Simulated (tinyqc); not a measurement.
# Tunnelling through a two-layer gate stack, WKB transmission and Tsu-Esaki current: effect of the barrier height

Electrons leave the emitter at x = 0. Energies E (motion across the layers) are in eV from the emitter Fermi level; the collector Fermi level lies at -V and offers states at every E. No charge in the dielectric and no image force: F1 = V/(t1 + t2 eps1/eps2), F2 = F1 eps1/eps2; U = phi1 - F1 x in layer 1 and phi2 - F1 t1 - F2 (x - t1) in layer 2. With C = hbar^2/(2 m0), kappa = sqrt(m (U - E)/C) where U > E and 0 elsewhere; T(E) = exp(-S), S = 2 times the integral of kappa over x.

Each layer adds (2/F) sqrt(m/C) [G(u at its left edge) - G(u at its right edge)] to S, with u = U - E (0 where negative) and G(u) = (2/3) u^1.5. J = J0 times the integral of T(E) N(E) dE, N = ln[(1 + exp(-E/Vt))/(1 + exp((-E - V)/Vt))], J0 = q^2 me m0 kB T/(2 pi^2 hbar^3) (times 1e-4 for A/cm^2 per eV), from E = -Ef to far above the barrier (T = 1 there), by quadrature converged to the digits shown.

Inputs (values chosen for the exercise); layer 1 close to silicon nitride, layer 2 close to hafnium oxide:
- T = 300 K (temperature)
- Ef = 0.28 eV (Fermi energy of the emitter above its band bottom)
- me = 1 m0 (emitter mass in the supply function)
- m1 = 0.52 m0 (tunnelling mass of layer 1)
- t1 = 1.1 nm (thickness of layer 1)
- eps1 = 7.21 (relative permittivity of layer 1)
- phi2 = 1.47 eV (barrier of layer 2 at zero bias)
- m2 = 0.19 m0 (tunnelling mass of layer 2)
- t2 = 3.5 nm (thickness of layer 2)
- eps2 = 23 (relative permittivity of layer 2)
- V = 1 V (voltage across the dielectric)

Constants: q = 1.602176634e-19 C, kB = 1.380649e-23 J/K, hbar = 1.054571817e-34 J s, m0 = 9.1093837015e-31 kg, Vt = kB T/q, hbar^2/(2 m0) = 0.0380998212 eV nm^2. Results are converted to the units shown.

Results:
```
phi1 (eV),S at E = 0,T(E = 0),J (A/cm^2),mean E of the current (eV)
1,20.20,1.693e-9,0.1718,-0.09214
1.19,21.05,7.226e-10,0.07654,-0.09587
1.37,21.78,3.492e-10,0.03817,-0.09845
1.56,22.48,1.726e-10,0.01937,-0.1006
1.74,23.10,9.273e-11,0.01063,-0.1022
2.11,24.27,2.887e-11,0.003422,-0.1047
2.3,24.82,1.660e-11,0.001995,-0.1058
```

Estimate the missing row, phi1 = 1.93 eV.

Computed row:
```
phi1 (eV),S at E = 0,T(E = 0),J (A/cm^2),mean E of the current (eV)
1.93,23.72,5.010e-11,0.005850,-0.1036
```

With this row back in the table: J falls from 0.172 to 0.00200 A/cm^2, on average 1.49 decades for each eV, while S rises from 20.2 to 24.8.

Program tinyqc, `OMP_NUM_THREADS=1 python tinyqc.py 2540070 2540071 out.jsonl`; Intel Xeon 2.30GHz, shared host, one thread, about 0.04 s.
